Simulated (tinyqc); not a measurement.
Diffusion length from constant photovoltage.

Inverse problem. In a thick sample with a thin depletion layer the excess density at its edge goes as flux/(1/alpha + L), so the flux needed for a fixed surface photovoltage is proportional to 1/alpha + L. Find L.

photon flux for the same photovoltage at absorption coefficients 85 and 1600 1/cm (relative units): 136.64706  25.25

Solution. The line of flux against 1/alpha meets zero at -L.

slope against 1/alpha = 1.000 1/um
L = 19.00 um

tinyqc, about 0.01 s, one thread, Intel Xeon 2.30GHz (shared host): `OMP_NUM_THREADS=1 python tinyqc.py 2430106 2430107 out.jsonl`
